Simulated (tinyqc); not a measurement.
MOS inversion layer, Poisson-Schroedinger loop: two steps of the calculation.

Electrons confined at an insulator interface at z = 0, treated as a hard wall; parabolic valleys, Hartree approximation, no image or exchange terms. The depletion charge lies far deeper than the electrons and gives a uniform field q Nd/(eps0 eps_r); the gate balances all charge. Energies are counted from the band edge at the interface.

Values chosen for this exercise; masses and permittivity close to those of germanium (111): relative permittivity eps_r = 16.2; mass along z of valley set A (1 valley(s)) mz1 = 1.62 m0; sheet density of electrons Ns = 6.2e11 cm^-2; sheet density of depletion charge Nd = 9.1e11 cm^-2; mixing factor a = 0.7.

Constants: q = 1.602176634e-19 C, hbar = 1.054571817e-34 J s, m0 = 9.1093837015e-31 kg, eps0 = 8.8541878128e-14 F/cm where lengths are in cm, hbar^2/(2 m0) = 0.0380998212 eV nm^2. Results are converted to the units shown.

Task 1. Density, output potential and mixing. n_i = sum_k N_k |psi_k|^2 (converted to cm^-3). Hartree part by Gauss: on the interval before node i the electrons still beyond are S_i = Ns - hz sum_(j<i) n_j, and U_i = U_(i-1) + q S_i hz/(eps0 eps_r) in eV, U_0 = 0 at the interface. Mixing: U(new) = U + a (U(out) - U).

| node | z (nm) | U after round 1 (eV) | \|psi\|^2 of A1 (1/nm) | \|psi\|^2 of A2 (1/nm) | \|psi\|^2 of B1 (1/nm) | \|psi\|^2 of B2 (1/nm) |
|---|---|---|---|---|---|---|
| 1 | 1.6 | 0.007756331 | 0.52067909 | 0.09533018 | 0.06008280 | 0.05486308 |
| 2 | 3.2 | 0.010780877 | 0.09862537 | 0.38124605 | 0.14974872 | 0.08008541 |
| 3 | 4.8 | 0.011510745 | 0.00554113 | 0.13713037 | 0.16974116 | 0.02001114 |
| 4 | 6.4 | 0.011624747 | 0.00015191 | 0.01090723 | 0.12670538 | 0.00645144 |
| 5 | 8 | 0.011660958 | 0.00000247 | 0.00037869 | 0.07073311 | 0.07005444 |
| 6 | 9.6 | 0.011676700 | 0.00000003 | 0.00000737 | 0.03147409 | 0.12419224 |
| 7 | 11.2 | 0.011683214 | 0.00000000 | 0.00000009 | 0.01159995 | 0.12040093 |
| 8 | 12.8 | 0.011685719 | 0.00000000 | 0.00000000 | 0.00363355 | 0.08110218 |
| 9 | 14.4 | 0.011686611 | 0.00000000 | 0.00000000 | 0.00098553 | 0.04187871 |
| 10 | 16 | 0.011686902 | 0.00000000 | 0.00000000 | 0.00023476 | 0.01747910 |
| 11 | 17.6 | 0.011686988 | 0.00000000 | 0.00000000 | 0.00004966 | 0.00609331 |
| 12 | 19.2 | 0.011687011 | 0.00000000 | 0.00000000 | 0.00000941 | 0.00181162 |
| 13 | 20.8 | 0.011687016 | 0.00000000 | 0.00000000 | 0.00000160 | 0.00046314 |
| 14 | 22.4 | 0.011687017 | 0.00000000 | 0.00000000 | 0.00000024 | 0.00009906 |
| 15 | 24 | 0.011687017 | 0.00000000 | 0.00000000 | 0.00000003 | 0.00001420 |

N_k (cm^-2): A1 4.4871450e11, A2 1.5966557e11, B1 1.1270409e10, B2 3.4952045e8

Find: n; U(out); U after round 2.

Result 1.

| node | n (1e18 cm^-3) | U(out) (eV) | U after round 2 (eV) |
|---|---|---|---|
| 1 | 2.4955 | 0.011080 | 0.010083 |
| 2 | 1.0684 | 0.015025 | 0.013752 |
| 3 | 0.2630 | 0.015914 | 0.014593 |
| 4 | 0.0324 | 0.016052 | 0.014724 |
| 5 | 0.0088 | 0.016096 | 0.014766 |
| 6 | 0.0040 | 0.016116 | 0.014784 |
| 7 | 0.0017 | 0.016124 | 0.014792 |
| 8 | 0.0007 | 0.016127 | 0.014795 |
| 9 | 0.0003 | 0.016128 | 0.014796 |
| 10 | 0.0001 | 0.016128 | 0.014796 |
| 11 | 0.0000 | 0.016129 | 0.014796 |
| 12 | 0.0000 | 0.016129 | 0.014796 |
| 13 | 0.0000 | 0.016129 | 0.014796 |
| 14 | 0.0000 | 0.016129 | 0.014796 |
| 15 | 0.0000 | 0.016129 | 0.014796 |

Task 2. Closed-form estimates. Triangular well: E_k = a_k (C F^2/mz)^(1/3), a_1 = 2.338107, a_2 = 4.087949, C = hbar^2/(2 m0), F in eV/nm. Fang-Howard (all electrons in the lowest level of set A): b^3 = 6 (mz1/C) q (Nd + 11 Ns/32)/(eps0 eps_r), centroid 3/b, level C b^2/(4 mz1) + (3/b) q (Nd + 11 Ns/16)/(eps0 eps_r). Use F = q (Nd + Ns)/(eps0 eps_r), the surface field, and F = q (Nd + Ns/2)/(eps0 eps_r).

Wanted: A1 with the surface field; A1 with Nd + Ns/2; A2 with Nd + Ns/2; b; Fang-Howard centroid; Fang-Howard level.

Result 2.

A1 with the surface field = 0.04445 eV
A1 with Nd + Ns/2 = 0.03822 eV
A2 with Nd + Ns/2 = 0.06682 eV
b = 1.474 1/nm
Fang-Howard centroid = 2.036 nm
Fang-Howard level = 0.04315 eV

tinyqc, about 0.8 s, one thread, Intel Xeon 2.30GHz (shared host): `OMP_NUM_THREADS=1 python tinyqc.py 2160012 2160013 out.jsonl`
